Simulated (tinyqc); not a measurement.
# Carrier lifetime of an n-type layer with SRH, radiative, Auger and surface recombination: two studies

Uniform excess density dn = dp (no trapping), n = n0 + dn, p = p0 + dn, Boltzmann statistics, full ionisation. Surfaces enter as a rate 2 S dn/d, which holds while diffusion to them is fast.

Values chosen for this exercise; band and dielectric values close to those of 4H silicon carbide:
```
symbol,value,unit,meaning
T,350,K,temperature
Eg,3.27,eV,band gap
Nc,2.12e19,cm^-3,conduction-band density of states at T
Nv,3.13e19,cm^-3,valence-band density of states at T
B,1.49e-12,cm^3/s,radiative coefficient
N,3.4e16,cm^-3,donor density
Cn,3.1e-31,cm^6/s,Auger coefficient (two electrons)
Cp,2.7e-31,cm^6/s,Auger coefficient (two holes)
Nt,6.8e10,cm^-3,trap density
sn,4e-14,cm^2,capture cross-section for electrons
sp,2e-14,cm^2,capture cross-section for holes
vth,1e7,cm/s,thermal velocity (both carriers)
Et,1.24,eV,trap level below the conduction band
S,200,cm/s,surface recombination velocity (both faces)
d,3,um,sample thickness
```

Constants: q = 1.602176634e-19 C, kB = 1.380649e-23 J/K, Vt = kB T/q. Results are converted to the units shown.

Each table varies one quantity; the others keep the values above.

## Lifetime against injection

ni = sqrt(Nc Nv) exp(-Eg/(2 Vt)), Eg in volts; majority density N/2 + sqrt(N^2/4 + ni^2), n0 p0 = ni^2; n1 = Nc exp(-Et/Vt), p1 = Nv exp((Et - Eg)/Vt); tn0 = 1/(sn vth Nt), tp0 = 1/(sp vth Nt). With e = n p - ni^2 = dn (n0 + p0 + dn): U_SRH = e/(tp0 (n + n1) + tn0 (p + p1)), U_rad = B e, U_Aug = (Cn n + Cp p) e, U_s = 2 S dn/d. Each tau is dn over its rate; tau = dn/U with U the sum.

The same in every row: tau_s (s) = 7.500e-7.

Lifetime against injection:
```
dn (cm^-3)  tau_SRH (s)  tau_rad (s)  tau_Aug (s)   tau (s)  radiative share (%)  largest path
1e11           7.353e-5     1.974e-5     0.002790  7.153e-7                3.624       surface
1e12           7.353e-5     1.974e-5     0.002790  7.153e-7                3.624       surface
1e13           7.354e-5     1.973e-5     0.002788  7.153e-7                3.625       surface
1e14           7.364e-5     1.968e-5     0.002767  7.153e-7                3.634       surface
1e15           7.458e-5     1.918e-5     0.002569  7.147e-7                3.727       surface
1e16           8.189e-5     1.525e-5     0.001391  7.083e-7                4.644       surface
1e17           1.010e-4     5.009e-6     1.089e-4  6.443e-7                12.86       surface
1e18           1.091e-4     6.491e-7     1.638e-6  2.862e-7                44.10     radiative
1e19           1.102e-4     6.689e-8     1.715e-8  1.341e-8                20.04         Auger
```

Surface recombination leads at dn = 1e11, radiative from 1e18, Auger from 1e19 on. The total lifetime falls from 7.15e-7 to 1.34e-8 s. tau_SRH goes from 7.35e-5 s (low-injection limit 7.35e-5 s) to 1.10e-4 s (high-injection limit tn0 + tp0 = 1.10e-4 s). Between the last two rows tau_rad goes as dn^(-0.99) and tau_Aug as dn^(-1.98); the radiative share goes from 3.62 through a maximum of 44.1 (at dn = 1e18 among the rows listed) to 20.0 %. For dn = 1e19 the carriers are degenerate, where B and the Auger coefficients no longer stay constant.

## Effect of the donor density at dn = 2e13 cm^-3

Same model as above.

Here dn = 2e13 cm^-3.

The same in every row: tau_s (s) = 7.500e-7.

Effect of the donor density at dn = 2e13 cm^-3:
```
N (cm^-3)  tau_SRH (s)  tau_rad (s)  tau_Aug (s)   tau (s)  radiative share (%)  largest path
1e14          7.966e-5     0.005593        195.6  7.429e-7              0.01328       surface
4e14          7.528e-5     0.001598        17.56  7.423e-7              0.04645       surface
2e15          7.389e-5     3.322e-4       0.7838  7.408e-7               0.2230       surface
9e15          7.361e-5     7.441e-5      0.03957  7.351e-7               0.9879       surface
4e16          7.355e-5     1.677e-5     0.002013  7.107e-7                4.238       surface
2e17          7.353e-5     3.355e-6     8.062e-5  6.034e-7                17.98       surface
7e17          7.353e-5     9.587e-7     6.583e-6  3.934e-7                41.03       surface
3e18          7.353e-5     2.237e-7     3.584e-7  1.162e-7                51.93     radiative
```

Surface recombination leads at N = 1e14, radiative from 3e18 on. tau_SRH falls from 7.97e-5 to 7.35e-5 s and the total lifetime falls from 7.43e-7 to 1.16e-7 s. Between the last two rows tau_rad goes as N^(-1.00) and tau_Aug as N^(-2.00).

Computed by the program tinyqc: `OMP_NUM_THREADS=1 python tinyqc.py 2300127 2300128 out.jsonl`, one thread of a shared Intel Xeon 2.30GHz, about 0.01 s for the whole run.
